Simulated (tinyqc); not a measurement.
Sweep of a uniaxial [100] stress: six-band Luttinger-Kohn model with strain.

Six-band Luttinger-Kohn model in the basis |3/2,3/2>, |3/2,1/2>, |3/2,-1/2>, |3/2,-3/2>, |1/2,1/2>, |1/2,-1/2>, electron energies, zero at the top of the unstrained valence band. H = -[rows: (P+Q, -S, R, 0, -S/r2, r2 R); (-S*, P-Q, 0, R, -r2 Q, r32 S); (R*, 0, P-Q, S, r32 S*, r2 Q); (0, R*, S*, P+Q, -r2 R*, -S*/r2); (-S*/r2, -r2 Q, r32 S, -r2 R, P+Dso, 0); (r2 R*, r32 S*, r2 Q, -S/r2, 0, P+Dso)], r2 = sqrt(2), r32 = sqrt(3/2). Levels are twofold.

P = c g1 k^2 - av tr(e); Q = c g2 (kx^2 + ky^2 - 2 kz^2) - (b/2)(exx + eyy - 2 ezz); R = c sqrt3 [-g2 (kx^2 - ky^2) + 2i g3 kx ky] + (sqrt3/2) b (exx - eyy) - i d exy; S = 2 c sqrt3 g3 (kx - i ky) kz - d (exz - i eyz); c = hbar^2/2m0, e the strain tensor (not engineering shear).

s11 = (C11 + C12)/((C11 - C12)(C11 + 2 C12)), s12 = -C12/((C11 - C12)(C11 + 2 C12)), s44 = 1/C44; exx = s11 sxx + s12 (syy + szz) and cyclic, exy = s44 sxy/2; tension is positive. A uniaxial stress X along the unit vector n is s_ij = X n_i n_j.

Constants: hbar^2/2m0 = 3.80998211 eV angstrom^2.

Inputs chosen for the exercise (near those of Si; not measured data): Dso = 0.043 eV (spin-orbit splitting); g1 = 4.26 (Luttinger gamma1); g2 = 0.34 (gamma2); g3 = 1.44 (gamma3); av = 2.46 eV (valence hydrostatic potential); b = -2.16 eV (tetragonal shear potential); d = -4.83 eV (trigonal shear potential); C11 = 164.1 GPa; C12 = 64.8 GPa; C44 = 80.3 GPa; load = uniaxial [100] (kind of stress).

Edges at k = 0 and curvature masses of the top pair along [100] and [001] (step 0.0002 1/angstrom); at zero stress the top is fourfold and has no single curvature.

Edges and masses:

| X (GPa) | top (eV) | second (eV) | third (eV) | splitting (meV) | m [100] | m [001] |
|---|---|---|---|---|---|---|
| -2.10 | 0.0621 | -0.0633 | -0.0946 | 125.4 | 0.179 | 0.278 |
| -1.40 | 0.0386 | -0.0422 | -0.0746 | 80.8 | 0.180 | 0.277 |
| -0.70 | 0.0165 | -0.0211 | -0.0560 | 37.6 | 0.184 | 0.273 |
| 0.00 | 0.0000 | 0.0000 | -0.0430 | 0.0 | - | - |
| 0.70 | 0.0211 | 0.0024 | -0.0489 | 18.7 | 0.279 | 0.217 |
| 1.40 | 0.0422 | 0.0185 | -0.0685 | 23.7 | 0.279 | 0.217 |
| 2.10 | 0.0633 | 0.0379 | -0.0914 | 25.4 | 0.279 | 0.217 |

The splitting reaches 125.4 meV under compression and 25.4 meV under the same tension; linear shear terms alone would make the two equal, and the difference comes from the coupling to the split-off band. At the ends of the sweep the top pair has a mass along [100] of 0.179 under compression and 0.279 under tension, so compression gives the lighter holes along [100]; along [001] it has 0.278 and 0.217. The top edge itself moves by +62 and +63 meV.

(tinyqc, `OMP_NUM_THREADS=1 python tinyqc.py 1080568 1080569 out.jsonl`, Intel(R) Xeon(R) Processor @ 2.30GHz, 1 thread, shared host, about 0.05 s.)
